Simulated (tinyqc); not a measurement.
From upper LO mode back to fraction x of A: two-mode optical phonons of a ternary alloy from two coupled oscillators. Computed by tinyqc, a small Python program. Command: `OMP_NUM_THREADS=1 python tinyqc.py 3001327 3001328 out.jsonl twomode inv`. One thread of a shared host (Intel(R) Xeon(R) Processor @ 2.30GHz), about 0.02 s of CPU time with the checks.

An alloy A(x)B(1-x)C has an A-C and a B-C bond oscillator. Each TO frequency moves linearly from the impurity mode (dilute end) to the TO of the pure crystal; each strength is proportional to the number of bonds.

Inputs (values chosen for the exercise, for a model alloy):
```
quantity                  value  unit
omega_TO of pure AC         387  1/cm
omega_LO of pure AC         424  1/cm
omega_TO of pure BC         316  1/cm
omega_LO of pure BC         343  1/cm
eps_inf of AC              5.02     -
eps_inf of BC              9.48     -
impurity mode of A in BC    375  1/cm
impurity mode of B in AC    316  1/cm
```

Method:
- omega_1 = (impurity mode of A) + x (omega_TO,AC - impurity mode of A); omega_2 = (impurity mode of B) + (1 - x)(omega_TO,BC - impurity mode of B); eps_inf = x eps_AC + (1 - x) eps_BC; strengths W_1 = x eps_AC (omega_LO,AC^2 - omega_TO,AC^2), W_2 = (1 - x) eps_BC (omega_LO,BC^2 - omega_TO,BC^2).
- eps(omega) = eps_inf + W_1/(omega_1^2 - omega^2) + W_2/(omega_2^2 - omega^2) = 0 is the eigenproblem of the matrix [[omega_1^2 + W_1/eps_inf, sqrt(W_1 W_2)/eps_inf], [sqrt(W_1 W_2)/eps_inf, omega_2^2 + W_2/eps_inf]] for omega_LO^2.
- Uncoupled values keep the diagonal alone. eps_s = eps_inf + W_1/omega_1^2 + W_2/omega_2^2.

Task: A run gave the result below. Find the fraction x of A, known to lie between 0.44 and 0.83.

upper LO mode = 396.8705 1/cm

Result:

Each step takes the trial c = (a f_b - b f_a)/(f_b - f_a), f being the result less the target and a, b, c the logarithms of the listed values; c replaces end b, the old b replaces a if the sign of f changed, and otherwise f_a is halved.

Scan of the range:
```
fraction x of A  upper LO mode (1/cm)
0.440                         394.934
0.489                         397.163
0.544                         399.707
0.604                         402.544
0.672                         405.855
0.747                         409.648
0.830                         414.058
```

False position (Illinois rule, in the logarithm of the input) inside the bracket:
```
step     end a     end b     trial  upper LO mode (1/cm)
1     0.440000  0.489000  0.482262               396.855
2     0.489000  0.482262  0.482598               396.870
3     0.489000  0.482598  0.482603               396.871
4     0.482598  0.482603  0.482601               396.870
```

Upper LO mode rises at every point of a 13-point scan of the range (every second point is shown), so one value fits; it is bracketed by 0.440 and 0.489. Answer: fraction x of A = 0.4826.
